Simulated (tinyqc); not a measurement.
# Abrupt p-n junction, non-linear Poisson equation by Newton steps: starts and damping rules compared

One dimension, p side on the left, n side on the right; net doping C = -Na for x < 0 and +Nd for x > 0. The potential psi is counted from the intrinsic level, and the quasi-Fermi potentials are flat: 0 for holes and -V for electrons, so n = ni exp((psi + V)/Vt) and p = ni exp(-psi/Vt) (Boltzmann statistics, full ionisation, no current).

a_i = eps0 eps_r/h_i for the interval from node i to i + 1, with h_i = x_(i+1) - x_i in cm.

n_i = ni exp((psi_i + V)/Vt), p_i = ni exp(-psi_i/Vt), rho_i = p_i - n_i + C_i, g_i = (n_i + p_i)/Vt. Box widths w_i = (h_(i-1) + h_i)/2 in cm. Residual F_i = a_i (psi_(i+1) - psi_i) - a_(i-1) (psi_i - psi_(i-1)) + q rho_i w_i; Jacobian: a_(i-1) and a_i beside the diagonal, b_i = -a_(i-1) - a_i - q g_i w_i on it. The two end nodes are fixed.

Iterations until the largest undamped |d| is below 1e-9 V (the last, tiny step is counted), with a cap of 100; "overflow" would mean that an exponential left the range of double precision. Starts:
- neutral: psi_p = -Vt ln(Na/ni) on nodes with x < 0 and psi_n = Vt ln(Nd/ni) - V on the others.
- depletion: The parabolas of an abrupt Na-Nd junction in the depletion approximation: psi_p + q Na (x + xp)^2/(2 eps0 eps_r) for -xp < x < 0, psi_n - q Nd (xn - x)^2/(2 eps0 eps_r) for 0 < x < xn, flat outside, with W = sqrt(2 eps0 eps_r (psi_n - psi_p)(1/Na + 1/Nd)/q), xp = W Nd/(Na + Nd), xn = W Na/(Na + Nd), psi_p = -Vt ln(Na/ni), psi_n = Vt ln(Nd/ni) - V.
- linear: A straight line in x from psi_p = -Vt ln(Na/ni) at the first node to psi_n = Vt ln(Nd/ni) - V at the last.

Rules for the step d, which solves the tridiagonal system a_(i-1) d_(i-1) + b_i d_i + a_i d_(i+1) = -F_i:
- full Newton steps: the full step is added.
- logarithmic damping: each component d is damped to sign(d) Vt ln(1 + |d|/Vt) before it is added.
- steps capped at 4 Vt: if the largest |d| exceeds 4 Vt, the whole step is scaled down so that it equals 4 Vt.
- halved steps: half of the step is added while the largest |d| exceeds 1.5 Vt, the full step after that.

Values chosen for this exercise; band and dielectric values those of a made-up semiconductor: temperature T = 273 K; band gap Eg = 3.43 eV; relative permittivity eps_r = 9.53; conduction-band density of states at T Nc = 2.18e18 cm^-3; valence-band density of states at T Nv = 3.46e19 cm^-3; acceptor density of the p side Na = 5e17 cm^-3; donor density of the n side Nd = 7.1e15 cm^-3; bias of the p side against the n side V = 0 V.

Constants: q = 1.602176634e-19 C, kB = 1.380649e-23 J/K, Vt = kB T/q, eps0 = 8.8541878128e-14 F/cm where lengths are in cm. Results are converted to the units shown.

```
node  x (nm)  net doping C (cm^-3)
0      -49.4                 -5e17
1      -37.1                 -5e17
2      -26.6                 -5e17
3      -17.5                 -5e17
4      -9.64                 -5e17
5       -2.9                 -5e17
6        2.9                7.1e15
7       18.6                7.1e15
8       60.9                7.1e15
9        175                7.1e15
10       484                7.1e15
11      1320                7.1e15
```

ni = 1.89942e-13 cm^-3

Iterations needed:
```
           full Newton steps  logarithmic damping  steps capped at 4 Vt  halved steps
neutral                    8                   41                    36            12
depletion                 39                   10                    10            17
linear                    36                   29                    27            11
```

The fewest iterations, 8, are needed by full Newton steps from the neutral start. Every pairing converges. Lowest count for the worst start: halved steps, at most 17 iterations.

Numbers from tinyqc (`OMP_NUM_THREADS=1 python tinyqc.py 2000078 2000079 out.jsonl`; about 0.03 s on one thread of a shared Intel Xeon 2.30GHz).
